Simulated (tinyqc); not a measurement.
Floating body of a partially depleted SOI transistor: body voltage and kink: one step of the calculation.

Source at 0 V. Channel current Ic = 2 nf K Vt^2 [F(0) - F(Vd)](1 + la Vd), F(V) = ln^2(1 + exp((Vg - VT - nf V)/(2 nf Vt))), VT = VT0 - gb Vb. Saturation voltage Vs = 2 Vt sqrt(F(0)) + 3 Vt, excess Ve = (Vd - Vs + sqrt((Vd - Vs)^2 + 0.0004 V^2))/2, multiplication M1 = Ai Ve exp(-Bl/Ve). Each junction passes D(v) = J1 (exp(v/Vt) - 1) + J2 (exp(v/(2 Vt)) - 1). Bipolar current Ib = bb J1 (exp(Vb/Vt) - 1). The body settles where M1 (Ic + Ib) = D(Vb) + D(Vb - Vd) + Vb/Rb; drain current Id = (1 + M1)(Ic + Ib) - D(Vb - Vd).

Problem. Drain current with floating and with grounded body. Id and VT at the converged Vb, Id at Vb = 0, their ratio, and the bipolar share Ib/(Ic + Ib).

Inputs (values chosen for the exercise); values of the order met in partially depleted silicon-on-insulator transistors: temperature T = 330 K; threshold at zero body voltage VT0 = 0.4 V; fall of the threshold per volt of body voltage gb = 0.26; slope factor nf = 1.34; gain factor per width K = 300 uA/(V^2 um); channel-length modulation factor la = 0.04 1/V; impact-ionisation prefactor Ai = 1.92 1/V; impact-ionisation voltage Bl = 7.5 V; diffusion saturation current of each junction J1 = 5.1e-12 uA/um; recombination saturation current of each junction J2 = 8.9e-9 uA/um; gain of the lateral bipolar transistor on the diffusion current bb = 0.5; resistance of a weak body tie to the source (1e9 stands for no tie, and the term is then dropped) Rb = 1e9 kohm um; gate voltage Vg = 0.46 V; drain voltage Vd = 1.9 V.

Constants: q = 1.602176634e-19 C, kB = 1.380649e-23 J/K, Vt = kB T/q. Results are converted to the units shown.

converged Vb = 0.69759856 V

Give: VT; Id, floating; Id, grounded; ratio; bipolar share.

Solution.

VT = 0.2186 V
Id, floating = 7.548 uA/um
Id, grounded = 0.9887 uA/um
ratio = 7.634
bipolar share = 1.570 %

The body rises to 0.698 V and lowers the threshold by 181 mV.

Range of the model: The multiplication law is an empirical form chosen for the exercise; self-heating and capacitive coupling to the body are left out, and the linear laws are rough once Vb passes about 0.7 V or M1 about 0.1.

Program tinyqc, `OMP_NUM_THREADS=1 python tinyqc.py 2182114 2182115 out.jsonl`; Intel Xeon 2.30GHz, shared host, one thread, about 0.2 s.
